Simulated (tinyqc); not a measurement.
Length offset and series resistance from crossing lines.

Problem. R_total = Rs + k (L - dL)/Vo with constant Rs, dL and k. Find k, dL and Rs.

R_total at (L, Vo) = (90, 0.3), (270, 0.3), (90, 0.72) and (270, 0.72), L in nm and Vo in V (ohm um): 1433.7333  4073.7333  708.22222  1808.2222

Answer. At each overdrive R is a straight line in L with slope k/Vo; the two lines cross at L = dL, R = Rs.

k = 4.40 ohm um V/nm
dL = 5.20 nm
Rs = 190 ohm um

Computed by the program tinyqc: `OMP_NUM_THREADS=1 python tinyqc.py 2282221 2282222 out.jsonl`, one thread of a shared Intel Xeon 2.30GHz, about 0.03 s for the whole run.
